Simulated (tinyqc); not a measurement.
From results back to parameters: dielectric confinement in a thin film (image charges). Three cases, with inputs chosen for the exercise.

Problem. The self-energy at the centre was computed from a hidden eh.

A film |z| < t/2 of dielectric constant eps between half-spaces of dielectric constant e2; lam = (eps - e2)/(eps + e2), q = e^2/(4 pi eps0). The self-energy of a band edge is taken with the high-frequency value, e2 = eh, and the field of a fixed ion with the static one, e2 = eo. A charge at z has images lam^|n| at n t + (-1)^n z. Its self-energy is S(z) = (q/2 eps) sum over n >= 1 of lam^n [1/(n t - 2z) + 1/(n t + 2z)] for odd n and 2 lam^n/(n t) for even n; at the centre S(0) = -(q/(eps t)) ln(1 - lam).

Constants: e^2/(4 pi eps0) = 14.39964547 eV angstrom.

Case 1.

Values chosen: t = 68 angstrom (film thickness); eps = 11.9 (dielectric constant of the film).
S(0) = 12.5612 meV

Case 2.

Values chosen: t = 70 angstrom (film thickness); eps = 12 (dielectric constant of the film).
S(0) = 20.0847 meV

Case 3.

Values chosen: t = 30 angstrom (film thickness); eps = 11.8 (dielectric constant of the film).
S(0) = 50.3733 meV

Find: lam; eh.

Solution. lam = 1 - exp(-S(0) eps t/q), and eh = eps (1 - lam)/(1 + lam).

Case 1.

lam = 0.5063
eh = 3.9

Case 2.

lam = 0.6901
eh = 2.2

Case 3.

lam = 0.7101
eh = 2.0

Computed by tinyqc, one run a case: `OMP_NUM_THREADS=1 python tinyqc.py N N+1 out.jsonl` with N = 1252443, 1252511, 1252512; one thread of a shared Intel(R) Xeon(R) Processor @ 2.30GHz, about 0.08 s a run at most.
